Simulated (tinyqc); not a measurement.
Through the transition: BHZ model on a square lattice (one spin block).

h(k) = e0 + d.s with s the Pauli matrices in the basis (E, H), k in units of 1/a: dx = (A/a) sin kx, dy = (A/a) sin ky, dz = M - (2B/a^2)(2 - cos kx - cos ky), e0 = -(2D/a^2)(2 - cos kx - cos ky). The other spin block is h*(-k). For small k this is the continuum model with dz = M - B k^2.

Inputs chosen for the exercise (of the size used for InAs / GaSb double wells; not measured data): A = 0.71 eV angstrom; B = -79.3 eV angstrom^2; D = -24.1 eV angstrom^2; a = 30 angstrom (grid spacing).

M is varied. Direct gap at Gamma 2|M|; smallest direct gap on kx = 0 to 1 in steps of 0.01; nu = 1 for M/B > 0, else 0; middle gap of a ribbon of 40 rows at kx = 0 (block (A/a) sy/(2i) + (B/a^2) sz + D/a^2 between rows, hard walls).

Against M (meV):
```
M    2|M|  smallest direct gap  nu  ribbon gap
-40  80.0                29.63   1       0.099
-25  50.0                23.67   1       0.079
-15  30.0                18.19   1       0.042
-8   16.0                12.70   1       0.091
-3    6.0                 6.00   1       0.076
3     6.0                 6.00   0       7.589
8    16.0                16.00   0      17.322
30   60.0                60.00   0      61.128
```

Give the missing row, M = 15.

Computed row:
```
M   2|M|  smallest direct gap  nu  ribbon gap
15  30.0                30.00   0      31.207
```

With B < 0, negative M is inverted. There edge states cross the bulk gap: the ribbon gap is 0.079 against 23.7 meV at M = -25 meV, and 0.076 against 6.0 at -3 meV, while for positive M confinement raises it above 2|M| (31.21 against 30 meV at M = 15 meV). For M = -40, -25, -15 and -8 meV the smallest direct gap has left Gamma, so at least one band is camel-backed.

(tinyqc, `OMP_NUM_THREADS=1 python tinyqc.py 1481703 1481704 out.jsonl`, Intel(R) Xeon(R) Processor @ 2.30GHz, 1 thread, shared host, about 0.08 s.)
